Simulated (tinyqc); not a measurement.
IGBT as a p-i-n diode in series with a MOS channel, on-state and switching loss: one step of the calculation.

High injection (n = p) in a drift layer from x = -W/2 (anode) to +W/2 (cathode side), recombination only in the layer with lifetime tau, ideal emitters. The channel feeds the cathode side and carries the whole current. Auger recombination, carrier-carrier scattering, emitter losses and the carrier dip under the p body are left out.

Problem. On-state voltage. n(x) = (tau J/(2 q La))[cosh(x/La)/sinh y - B sinh(x/La)/cosh y]. Vm = Vt [(8 b/(b + 1)^2)(sinh y/s) arctan(s sinh y) + B ln((1 + B tanh^2 y)/(1 - B tanh^2 y))], s = sqrt(1 - B^2 tanh^2 y); Vj = Vt ln(n(-W/2) n(W/2)/ni^2), ni = sqrt(Nc Nv) exp(-Eg/(2 Vt)), Eg in volts; Vc = J Rch; Von = Vm + Vj + Vc.

Inputs (values chosen for the exercise); material values close to those of silicon:
```
symbol,value,unit,meaning
T,400,K,temperature
Eg,1.12,eV,band gap
Nc,4.33e19,cm^-3,conduction-band density of states at T
Nv,4.03e19,cm^-3,valence-band density of states at T
tau,0.64,us,high-injection lifetime
J,150,A/cm^2,current density
Rch,1.1,mohm cm^2,channel and accumulation resistance
```

Constants: q = 1.602176634e-19 C, kB = 1.380649e-23 J/K, Vt = kB T/q. Results are converted to the units shown.

b = 2.9137255
B = 0.48897796
La = 28.941474 um
y = 1.2093371

Wanted: Vm; Vj; Vc; Von.

Solution.

Vm = 0.095213 V
Vj = 0.71437 V
Vc = 0.16500 V
Von = 0.97458 V

Vm does not depend on J, since the carrier density grows with it. Junctions, layer and channel take 73, 9.8 and 17 % of Von.

Program tinyqc, `OMP_NUM_THREADS=1 python tinyqc.py 2590101 2590102 out.jsonl`; Intel Xeon 2.30GHz, shared host, one thread, about 0.01 s.
